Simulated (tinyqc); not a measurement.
Hopping conduction between localised states: one step, computed by the program tinyqc.

Energies are counted from the Fermi level. A small network shows the mechanism; the laws of an infinite system follow.

Task: Variable-range laws. Mott: T_M = 21.2/(k_B g_0 xi^3), exponent (T_M/T)^(1/4), mean hop r = (3/8) xi times the exponent. Efros-Shklovskii: T_ES = 2.8 e^2/(4 pi eps eps_0 k_B xi), exponent (T_ES/T)^(1/2). Coulomb gap width g_0^(1/2) (e^2/(4 pi eps eps_0))^(3/2). The numerical coefficients come from percolation theory and are given.

Inputs (values chosen for the exercise, for a model impurity band):
```
quantity                  value         unit
localisation length xi      1.1           nm
density of states g_0   2.3e+19  1/(eV cm^3)
permittivity eps            8.3            -
temperature T                42            K
```

Dimension: 3D.

Constants: k_B = 8.617333262e-05 eV/K; e^2/(4 pi eps_0) = 14.39964548 eV angstrom.

Give: T_M; T_ES; Mott exponent; Efros-Shklovskii exponent; mean hop by the Mott formula; Coulomb gap.

Result:

T_M = 8.036e+06 K

T_ES = 5125 K

Mott exponent = 20.91

Efros-Shklovskii exponent = 11.05

mean hop by the Mott formula = 8.627 nm

Coulomb gap = 10.96 meV

The larger exponent, here Mott, is the one that limits; the two are equal at T = 3.27 K, below which the Coulomb gap rules.
